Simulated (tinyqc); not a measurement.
The integration grid: Kohn-Sham B3LYP on finer and finer grids in the 6-311g basis, for H2, spin multiplicity 3. Computed by the program tinyqc with PySCF. 

Geometry (angstrom):
```
atom       x       y       z
H     0.0000  0.0000  0.0000
H     0.0000  0.0000  1.0380
```

Self-consistent on each grid; the net force on the molecule should vanish.

Kohn-Sham energy on Becke grids (radial x angular points per atom):
```
grid       points  residual of the electron count  E (hartree)  E - finest (mhartree)  largest net force without grid terms (hartree/bohr)
10 x 14       278                        1.20e-02     -0.89322               -1.09053                                             1.67e-16
15 x 26       776                        4.02e-03     -0.89315               -1.01772                                             1.67e-16
20 x 50      1994                       -1.58e-04     -0.89210                0.02842                                             1.39e-16
30 x 86      5149                       -3.89e-05     -0.89212                0.00901                                             1.11e-16
50 x 194    19382                        1.45e-07     -0.89213               -0.00022                                             1.11e-16
75 x 302    45274                       -5.95e-09     -0.89213               2.69e-05                                             1.39e-16
120 x 590  141428                       -1.27e-10     -0.89213                0.00000                                             5.55e-17
```

The energy is within 0.1 mhartree of the finest grid first at 20 x 50. The error has both signs, since quadrature is not variational. The net force vanishes by symmetry here, so only the electron count signals a poor grid.
